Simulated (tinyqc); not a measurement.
Inside a calculation: shallow acceptor in the spherical four-band model. Values are carried at full precision from step to step, so a last printed digit may differ when a step is redone from the rounded ones.

Units Ry* = Ry/(g1 eps^2) and a* = a0 eps g1; mu = (6 g3 + 4 g2)/(5 g1) is the spherical heavy-light coupling and delta = (g3 - g2)/g1 the cubic term, which is left out.

Constants: Ry = 13.60569312 eV; a0 (Bohr radius) = 0.5291772105 angstrom.

Parameters, chosen for this exercise (near those of a shallow acceptor in GaSb; not measured data):
- g1 = 13.38 (Luttinger gamma1)
- g2 = 4.63 (gamma2)
- g3 = 6 (gamma3)
- eps = 16.4 (dielectric constant)
- al = (0.559, 3.35, 20.1) 1/a*^2 (exponents a_i, the same for f and g)
- Dso = 0.785 eV (spin-orbit splitting)

## Units and couplings

Give Ry*, a*, mu, delta and the spherical masses 1/(g1 (1 -/+ mu)).

Ry* = 3.781 meV
a* = 116.12 angstrom
mu = 0.81495
delta = 0.1024

heavy and light mass (m0): [0.4039, 0.0412]

A hydrogen model with the heavy mass would bind by Ry*/(1 - mu) = 20.4 meV and with the light mass by 2.1 meV. delta/mu = 0.13: the cubic term is a modest correction.

## Matrices in a small basis

The ground state 1S3/2 has an L = 0 part f(r) and an L = 2 part g(r). In units of Ry* and a*, with Gaussians f_i = exp(-a_i r^2), g_i = r^2 exp(-a_i r^2), A = a_i + a_j and I(n) = Gamma((n + 1)/2)/(2 A^((n + 1)/2)): S_ff = I(2), S_gg = I(6), H_ff = (6 a_i a_j/A) I(2) - 2 I(1), H_gg = (14 a_i a_j/A) I(6) - 2 I(5), H_fg = -mu [15 I(2) - 20 a_j I(4) + 4 a_j^2 I(6)]; each function is then normalised. The split-off band is left out.

Form S and H.

S, rows f1, f2, f3, g1, g2, g3 and columns alike:
$$\begin{pmatrix}
1.0000 & 0.5859 & 0.1849 & 0 & 0 & 0 \\
0.5859 & 1.0000 & 0.5855 & 0 & 0 & 0 \\
0.1849 & 0.5855 & 1.0000 & 0 & 0 & 0 \\
0 & 0 & 0 & 1.0000 & 0.2872 & 0.0195 \\
0 & 0 & 0 & 0.2872 & 1.0000 & 0.2868 \\
0 & 0 & 0 & 0.0195 & 0.2868 & 1.0000
\end{pmatrix}$$

H (Ry*), rows f1, f2, f3, g1, g2, g3 and columns alike:
$$\begin{pmatrix}
-0.7092 & -0.9300 & -1.2929 & -1.7644 & -0.5067 & -0.0343 \\
-0.9300 & 4.2085 & 3.6886 & -3.0366 & -10.5735 & -3.0321 \\
-1.2929 & 3.6886 & 45.9914 & -1.2350 & -18.1927 & -63.4412 \\
-1.7644 & -3.0366 & -1.2350 & 2.6404 & 1.2427 & 0.0417 \\
-0.5067 & -10.5735 & -18.1927 & 1.2427 & 20.3345 & 9.8566 \\
-0.0343 & -3.0321 & -63.4412 & 0.0417 & 9.8566 & 133.0687
\end{pmatrix}$$

## Ground state in the small basis

Solve H u = E S u for the lowest level of the acceptor; the first half of the basis is L = 0 and the second L = 2. Give E, E without the f-g block, and the L = 2 weight u_g S_gg u_g with u S u = 1.

E = -2.542 Ry*
E without coupling = -0.769 Ry*
L = 2 weight = 0.287

Without the coupling the exact value is -1, which this basis, tuned to the compact coupled state, misses by 0.231. The coupling to L = 2 takes the level to 2.54 times that exact value.

## Converged result

Converged values use 22 exponents 2.2^i, i = -7 to 14, for f and for g.
Ground and next level of the same symmetry, L = 2 weight and mean radius.

1S3/2 and 2S3/2 (Ry*): [-2.757, -0.829]

binding energies (meV): [10.4, 3.1]

L = 2 weight = 0.311
<r> = 70.6 angstrom

The small basis reaches 92 % of the binding. The ratio 1S/2S is 3.32 (4 for hydrogen). The binding is 0.01 of Dso, so leaving out the split-off band is safe.

## Checks

- Level at mu = 0 against -1 Ry*: both -1.0000.
- Ground level from a second, denser basis, Ry*: both -2.757.

(tinyqc, `OMP_NUM_THREADS=1 python tinyqc.py 1251953 1251954 out.jsonl`, Intel(R) Xeon(R) Processor @ 2.30GHz, 1 thread, shared host, about 0.03 s.)
